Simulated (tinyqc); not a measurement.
# Band bending at a free surface with a continuum of surface states, surface photovoltage and Kelvin probe: effects of single changes

n-type bulk, xi = Ec - EF = Vt ln(Nc/Nd), p0 = ni^2/Nd, ni = sqrt(Nc Nv) exp(-Eg/(2 Vt)), Eg in volts. b is the upward band bending, u = b/Vt. Space charge per area, in units of q: Qc = sign(b) sqrt((2 eps0 eps_r Vt/q) [(Nd + dn)(exp(-u) - 1) + Nd u + (p0 + dn)(exp(u) - 1)]), with dn the excess density under light (flat quasi-Fermi levels; 0 in the dark). The states hold -Ds (E0 - xi - b): negative while the Fermi level lies above the neutrality level. Neutrality: Qc + Qf + (charge of the states) = 0.

Parameters, values chosen for the exercise; band and dielectric values close to those of germanium: temperature T = 300 K; band gap Eg = 0.648 eV; relative permittivity eps_r = 15.8; conduction-band density of states at T Nc = 1.03e19 cm^-3; valence-band density of states at T Nv = 5.97e18 cm^-3; electron affinity chi = 4.02 eV; donor density Nd = 7.7e16 cm^-3; fixed positive charge at the surface Qf = 0 cm^-2; work function of the probe tip pt = 4.97 eV; density of surface states Ds = 1.2e14 cm^-2 eV^-1; depth of their neutrality level below the conduction edge E0 = 0.32 eV.

Constants: q = 1.602176634e-19 C, kB = 1.380649e-23 J/K, Vt = kB T/q, eps0 = 8.8541878128e-14 F/cm where lengths are in cm. Results are converted to the units shown.

Each table varies one quantity; the others keep the values above.

## Kelvin-probe contrast of the doping

Work function chi + xi + b; contact potential difference CPD = (work function of the sample) - pt. b solves the neutrality condition in the dark.

Kelvin-probe contrast of the doping:
```
Nd (cm^-3)   xi (eV)    b (V)  CPD (mV)
2e16         0.16142  0.15679   -631.78
3.6e16       0.14623  0.17125   -632.52
6.7e16       0.13017  0.18622   -633.61
1.2e17       0.11510  0.19986   -635.03
2.3e17      0.098285  0.21446   -637.25
4.1e17      0.083340  0.22667   -639.99
7.6e17      0.067385  0.23861   -644.00
```

What does the table show?

xi falls by 94.0 mV over the table and the CPD by 12.2 mV; b rises from 0.157 to 0.239 V. Between the first two rows the CPD follows 4.85 % of the change of xi, and between the last two 25.1 %. It is below 100 % where b rises with the doping (pinning hides it).

## Photovoltage against injection

Same model as above.

Under chopped light the surface charge keeps its dark value, so b falls to bL with Qc(bL, dn) = Qc(b, 0); the photovoltage is b - bL.

Photovoltage against injection:
```
dn (cm^-3)   bL (V)  photovoltage (mV)  share of b removed (%)
6.4e7        0.1895           3.278e-5                1.729e-5
8.3e8        0.1895           4.250e-4                2.243e-4
1.1e10       0.1895           0.005632                0.002972
1.4e11       0.1894            0.07150                 0.03773
1.8e12       0.1886             0.8906                  0.4699
2.3e13       0.1810              8.481                   4.475
2.9e14       0.1532              36.32                   19.17
3.7e15       0.1086              80.89                   42.68
4.8e16      0.05908              130.4                   68.82
6.1e17      0.02194              167.6                   88.42
```

What does the table show?

The photovoltage rises from 3.28e-5 to 168 mV, towards the full b = 190 mV. Its steepest rise is 44.5 mV a decade (Vt ln 10 = 59.5 mV), and it reaches 88.4 % of b in the last row: even strong light does not flatten the bands fully, so a saturation reading understates b. For dn = 6.1e17 the injection is high, and a Dember voltage, left out here, adds to the signal.

## Pinning by the surface states

Same model as above.

Pinning by the surface states:
```
Ds (cm^-2 eV^-1)      b (V)  xi + b (eV)  Qc (cm^-2)
6.7e10            0.0025489      0.12912   1.2789e10
1.8e11            0.0068763      0.13345   3.3579e10
5.1e11             0.019574      0.14615   8.8665e10
1.4e12             0.051646      0.17822   1.9849e11
3.9e12              0.10800      0.23457   3.3316e11
1.1e13              0.15546      0.28204   4.1758e11
2.9e13              0.17784      0.30441   4.5212e11
8.1e13              0.18767      0.31424   4.6650e11
```

What does the comparison show?

b rises from 0.00255 to 0.188 V. The Fermi level moves towards E0 = 0.32 eV and is within 5.76 meV of it in the last row; it is half-way there at the Ds that solves Ds b = Qc(b) + Qf with b = (E0 - xi)/2, 3.21e12 cm^-2 eV^-1.

Numbers from tinyqc (`OMP_NUM_THREADS=1 python tinyqc.py 2430174 2430175 out.jsonl`; about 0.01 s on one thread of a shared Intel Xeon 2.30GHz).
